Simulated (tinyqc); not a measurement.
ROHF in the 6-311g basis, for H2-, spin multiplicity 2, step by step. The basis has no diffuse functions, so it cannot describe the extra electron: this is an exercise in the method, not the real anion. One step of it, computed by the program tinyqc.

Question. Iteration 2: building the Fock matrix. J_ij = sum D_kl (ij|kl) with D = D(alpha) + D(beta), K_ij = sum D_kl (ik|jl) for each spin; F = H + J - K(s); E = tr D H + tr D J / 2 - 0.5 sum_s tr D(s) K(s) + E_nn.

D(alpha) after iteration 1, lower triangle:
```
           1H 1s      1H 2s      1H 3s     2H 1s     2H 2s     2H 3s
1H 1s   0.038098
1H 2s   0.052132   0.075849
1H 3s   0.178747   0.213447   1.053524
2H 1s  -0.002097   0.010224  -0.100185  0.038098
2H 2s   0.010224   0.032155  -0.077373  0.052132  0.075849
2H 3s  -0.100185  -0.077373  -0.882086  0.178747  0.213447  1.053524
```

D(beta) after iteration 1, lower triangle:
```
          1H 1s     1H 2s     1H 3s     2H 1s     2H 2s     2H 3s
1H 1s  0.018001
1H 2s  0.031178  0.054002
1H 3s  0.039281  0.068037  0.085719
2H 1s  0.018001  0.031178  0.039281  0.018001
2H 2s  0.031178  0.054002  0.068037  0.031178  0.054002
2H 3s  0.039281  0.068037  0.085719  0.039281  0.068037  0.085719
```

core Hamiltonian H = T + V (hartree), lower triangle:
```
           1H 1s      1H 2s      1H 3s      2H 1s      2H 2s      2H 3s
1H 1s  -0.184193
1H 2s  -0.778224  -0.798648
1H 3s  -0.549682  -0.691500  -0.701075
2H 1s  -0.059310  -0.220013  -0.307377  -0.184193
2H 2s  -0.220013  -0.381357  -0.462882  -0.778224  -0.798648
2H 3s  -0.307377  -0.462882  -0.554470  -0.549682  -0.691500  -0.701075
```

Two-electron integrals (ij|kl) in chemists' order, unique and non-zero (hartree):
```
(11|11) 1.393035   (21|11) 0.822971   (21|21) 0.509703   (22|11) 0.822904
(22|21) 0.543028   (22|22) 0.644106   (31|11) 0.411256   (31|21) 0.257757
(31|22) 0.279868   (31|31) 0.130794   (32|11) 0.543681   (32|21) 0.365771
(32|22) 0.452669   (32|31) 0.189803   (32|32) 0.325140   (33|11) 0.494021
(33|21) 0.340115   (33|22) 0.445993   (33|31) 0.178035   (33|32) 0.331779
(33|33) 0.361682   (41|11) 0.009332   (41|21) 0.006344   (41|22) 0.007877
(41|31) 0.003299   (41|32) 0.005616   (41|33) 0.005618   (41|41) 0.000196
(42|11) 0.054851   (42|21) 0.038505   (42|22) 0.052498   (42|31) 0.020294
(42|32) 0.039622   (42|33) 0.043578   (42|41) 0.001339   (42|42) 0.013217
(43|11) 0.078419   (43|21) 0.055256   (43|22) 0.076740   (43|31) 0.029183
(43|32) 0.058892   (43|33) 0.067157   (43|41) 0.001866   (43|42) 0.020710
(43|43) 0.034416   (44|11) 0.377433   (44|21) 0.266552   (44|22) 0.374982
(44|31) 0.140966   (44|32) 0.291138   (44|33) 0.339325   (44|41) 0.009332
(44|42) 0.120173   (44|43) 0.208382   (44|44) 1.393035   (51|11) 0.120173
(51|21) 0.076179   (51|22) 0.084204   (51|31) 0.038782   (51|32) 0.057471
(51|33) 0.054346   (51|41) 0.001339   (51|42) 0.008118   (51|43) 0.011405
(51|44) 0.054851   (51|51) 0.013217   (52|11) 0.199094   (52|21) 0.135540
(52|22) 0.172028   (52|31) 0.070625   (52|32) 0.125113   (52|33) 0.130141
(52|41) 0.003262   (52|42) 0.025657   (52|43) 0.038516   (52|44) 0.199094
(52|51) 0.025657   (52|52) 0.065411   (53|11) 0.207762   (53|21) 0.144255
(53|22) 0.192983   (53|31) 0.075748   (53|32) 0.145150   (53|33) 0.161084
(53|41) 0.003725   (53|42) 0.034298   (53|43) 0.055192   (53|44) 0.299117
(53|51) 0.027613   (53|52) 0.080076   (53|53) 0.108601   (54|11) 0.266552
(54|21) 0.188138   (54|22) 0.263685   (54|31) 0.099459   (54|32) 0.204134
(54|33) 0.237304   (54|41) 0.006344   (54|42) 0.076179   (54|43) 0.130970
(54|44) 0.822971   (54|51) 0.038505   (54|52) 0.135540   (54|53) 0.202140
(54|54) 0.509703   (55|11) 0.374982   (55|21) 0.263685   (55|22) 0.365195
(55|31) 0.139163   (55|32) 0.280887   (55|33) 0.325121   (55|41) 0.007877
(55|42) 0.084204   (55|43) 0.142858   (55|44) 0.822904   (55|51) 0.052498
(55|52) 0.172028   (55|53) 0.252798   (55|54) 0.543028   (55|55) 0.644106
(61|11) 0.208382   (61|21) 0.130970   (61|22) 0.142858   (61|31) 0.066513
(61|32) 0.097049   (61|33) 0.091234   (61|41) 0.001866   (61|42) 0.011405
(61|43) 0.016270   (61|44) 0.078419   (61|51) 0.020710   (61|52) 0.038516
(61|53) 0.041338   (61|54) 0.055256   (61|55) 0.076740   (61|61) 0.034416
(62|11) 0.299117   (62|21) 0.202140   (62|22) 0.252798   (62|31) 0.105064
(62|32) 0.182634   (62|33) 0.188226   (62|41) 0.003725   (62|42) 0.027613
(62|43) 0.041338   (62|44) 0.207762   (62|51) 0.034298   (62|52) 0.080076
(62|53) 0.095488   (62|54) 0.144255   (62|55) 0.192983   (62|61) 0.055192
(62|62) 0.108601   (63|11) 0.309434   (63|21) 0.214130   (63|22) 0.284751
(63|31) 0.112315   (63|32) 0.213842   (63|33) 0.237819   (63|41) 0.004352
(63|42) 0.037236   (63|43) 0.059296   (63|44) 0.309434   (63|51) 0.037236
(63|52) 0.099100   (63|53) 0.130814   (63|54) 0.214130   (63|55) 0.284751
(63|61) 0.059296   (63|62) 0.130814   (63|63) 0.175844   (64|11) 0.140966
(64|21) 0.099459   (64|22) 0.139163   (64|31) 0.052568   (64|32) 0.107618
(64|33) 0.124997   (64|41) 0.003299   (64|42) 0.038782   (64|43) 0.066513
(64|44) 0.411256   (64|51) 0.020294   (64|52) 0.070625   (64|53) 0.105064
(64|54) 0.257757   (64|55) 0.279868   (64|61) 0.029183   (64|62) 0.075748
(64|63) 0.112315   (64|64) 0.130794   (65|11) 0.291138   (65|21) 0.204134
(65|22) 0.280887   (65|31) 0.107618   (65|32) 0.215483   (65|33) 0.249368
(65|41) 0.005616   (65|42) 0.057471   (65|43) 0.097049   (65|44) 0.543681
(65|51) 0.039622   (65|52) 0.125113   (65|53) 0.182634   (65|54) 0.365771
(65|55) 0.452669   (65|61) 0.058892   (65|62) 0.145150   (65|63) 0.213842
(65|64) 0.189803   (65|65) 0.325140   (66|11) 0.339325   (66|21) 0.237304
(66|22) 0.325121   (66|31) 0.124997   (66|32) 0.249368   (66|33) 0.290722
(66|41) 0.005618   (66|42) 0.054346   (66|43) 0.091234   (66|44) 0.494021
(66|51) 0.043578   (66|52) 0.130141   (66|53) 0.188226   (66|54) 0.340115
(66|55) 0.445993   (66|61) 0.067157   (66|62) 0.161084   (66|63) 0.237819
(66|64) 0.178035   (66|65) 0.331779   (66|66) 0.361682
```

nuclear repulsion = 0.37744452 hartree

Give: Coulomb J; exchange K(alpha); exchange K(beta); F(alpha); F(beta); total energy of this density.

Answer.

Coulomb J (hartree), lower triangle:
```
        1H 1s   1H 2s   1H 3s   2H 1s   2H 2s   2H 3s
1H 1s  1.6084
1H 2s  1.0794  1.3595
1H 3s  0.5608  0.9972  1.0718
2H 1s  0.0205  0.1805  0.2925  1.6084
2H 2s  0.1805  0.4566  0.6005  1.0794  1.3595
2H 3s  0.2925  0.6005  0.7846  0.5608  0.9972  1.0718
```

exchange K(alpha) (hartree), lower triangle:
```
        1H 1s   1H 2s   1H 3s   2H 1s   2H 2s   2H 3s
1H 1s  0.4407
1H 2s  0.4517  0.5437
1H 3s  0.3380  0.4498  0.4118
2H 1s  0.0404  0.1134  0.1747  0.4407
2H 2s  0.1134  0.2100  0.2707  0.4517  0.5437
2H 3s  0.1747  0.2707  0.3049  0.3380  0.4498  0.4118
```

exchange K(beta) (hartree), lower triangle:
```
        1H 1s   1H 2s   1H 3s   2H 1s   2H 2s   2H 3s
1H 1s  0.2568
1H 2s  0.2798  0.3572
1H 3s  0.2268  0.3159  0.3004
2H 1s  0.0963  0.1641  0.1821  0.2568
2H 2s  0.1641  0.2584  0.2731  0.2798  0.3572
2H 3s  0.1821  0.2731  0.2797  0.2268  0.3159  0.3004
```

F(alpha) (hartree), lower triangle:
```
         1H 1s    1H 2s    1H 3s    2H 1s    2H 2s    2H 3s
1H 1s   0.9835
1H 2s  -0.1505   0.0171
1H 3s  -0.3270  -0.1441  -0.0411
2H 1s  -0.0792  -0.1529  -0.1896   0.9835
2H 2s  -0.1529  -0.1348  -0.1331  -0.1505   0.0171
2H 3s  -0.1896  -0.1331  -0.0748  -0.3270  -0.1441  -0.0411
```

F(beta) (hartree), lower triangle:
```
         1H 1s    1H 2s    1H 3s    2H 1s    2H 2s   2H 3s
1H 1s   1.1674
1H 2s   0.0214   0.2036
1H 3s  -0.2157  -0.0101   0.0703
2H 1s  -0.1352  -0.2036  -0.1970   1.1674
2H 2s  -0.2036  -0.1832  -0.1355   0.0214   0.2036
2H 3s  -0.1970  -0.1355  -0.0496  -0.2157  -0.0101  0.0703
```

total energy of this density = -0.981796 hartree
